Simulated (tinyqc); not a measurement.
What each parameter does: Wannier-Stark ladder of a miniband.

One state in each well j = -(Nw - 1)/2 ... (Nw - 1)/2: H_jj = j e F d, H_(j,j+1) = -W/4; 1 kV/cm = 0.01 meV/angstrom. In an infinite chain the levels are j e F d and the state of well 0 has amplitude J_j(x) in size on well j, x = W/(2 e F d).

Parameters, chosen for this exercise (near those of a GaAs/AlGaAs superlattice; shifted at random, so the results belong to these values and not to a real crystal):

| symbol | value | unit | meaning |
|---|---|---|---|
| W | 44 | meV | miniband width |
| d | 60 | angstrom | period |
| F | 83 | kV/cm | field |
| Nw | 9 |  | wells |

e F d, x, J_0(x)^2 and the lowest level of the finite stack.

Results for these values:

| case | e F d (meV) | x | J_0^2 | lowest level (meV) |
|---|---|---|---|---|
| base | 49.80 | 0.442 | 0.906 | -201.57 |

What happens to each result for W = 35 meV, all else kept?

Answer: e F d does not change at the printed digits; x falls from 0.442 to 0.351; J_0^2 rises from 0.906 to 0.940; lowest level rises from -201.57 to -200.71.

The same for each parameter in turn:

| case | e F d (meV) | x | J_0^2 | lowest level (meV) |
|---|---|---|---|---|
| base | 49.80 | 0.442 | 0.906 | -201.57 |
| W = 35 meV | 49.80 | 0.351 | 0.940 | -200.71 |
| d = 52 angstrom | 43.16 | 0.510 | 0.876 | -175.36 |
| F = 58.1 kV/cm | 34.86 | 0.631 | 0.815 | -142.76 |
| Nw = 11 | 49.80 | 0.442 | 0.906 | -251.37 |

Program tinyqc; command `OMP_NUM_THREADS=1 python tinyqc.py 1280563 1280564 out.jsonl`; about 0.01 s on one thread of a shared Intel(R) Xeon(R) Processor @ 2.30GHz.
